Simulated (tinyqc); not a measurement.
Kinetic Monte Carlo and master equation for a particle on a ring of sites with traps and bias: one step, computed by the program tinyqc.

5 sites on a ring, numbered 1 to 5. The saddle between i and i+1 lies at E0 + s b_i and site i at s eps_i; a force F tilts the landscape, with the saddle half-way.

Task: Twelve steps of the residence-time algorithm. Start on site 1 at t = 0. Hop right if r1 is below the share right, else left; advance the clock by -ln(r2) times the mean stay.

Inputs (values chosen for the exercise, for a model defect): temperature T = 600 K.

Disorder: site traps.

Random numbers:

| step | r1 | r2 |
|---|---|---|
| 1 | 0.2920 | 0.5578 |
| 2 | 0.1675 | 0.5265 |
| 3 | 0.0544 | 0.9839 |
| 4 | 0.7018 | 0.6734 |
| 5 | 0.2613 | 0.5742 |
| 6 | 0.8756 | 0.3061 |
| 7 | 0.7633 | 0.0154 |
| 8 | 0.7995 | 0.7565 |
| 9 | 0.9944 | 0.1426 |
| 10 | 0.4885 | 0.1504 |
| 11 | 0.4531 | 0.3898 |
| 12 | 0.0723 | 0.0482 |

Rates, shares of right hops and mean stays:

| site | k right (1/s) | k left (1/s) | share right | mean stay (s) |
|---|---|---|---|---|
| 1 | 1358573 | 577856 | 0.7015869 | 5.164146e-07 |
| 2 | 2944884 | 1252577 | 0.7015869 | 2.382393e-07 |
| 3 | 887751 | 377596 | 0.7015869 | 7.902971e-07 |
| 4 | 2944884 | 1252577 | 0.7015869 | 2.382393e-07 |
| 5 | 558084 | 237376 | 0.7015869 | 1.257134e-06 |

Give: Trajectory.

Result:

Trajectory:

| step | site | hop | wait (s) | clock (s) | net hops |
|---|---|---|---|---|---|
| 1 | 1 | right | 3.015e-07 | 3.015e-07 | 1 |
| 2 | 2 | right | 1.528e-07 | 4.543e-07 | 2 |
| 3 | 3 | right | 1.283e-08 | 4.671e-07 | 3 |
| 4 | 4 | left | 9.420e-08 | 5.613e-07 | 2 |
| 5 | 3 | right | 4.384e-07 | 9.998e-07 | 3 |
| 6 | 4 | left | 2.820e-07 | 1.282e-06 | 2 |
| 7 | 3 | left | 3.298e-06 | 4.580e-06 | 1 |
| 8 | 2 | left | 6.648e-08 | 4.646e-06 | 0 |
| 9 | 1 | left | 1.006e-06 | 5.652e-06 | -1 |
| 10 | 5 | right | 2.382e-06 | 8.034e-06 | 0 |
| 11 | 1 | right | 4.865e-07 | 8.520e-06 | 1 |
| 12 | 2 | right | 7.224e-07 | 9.243e-06 | 2 |
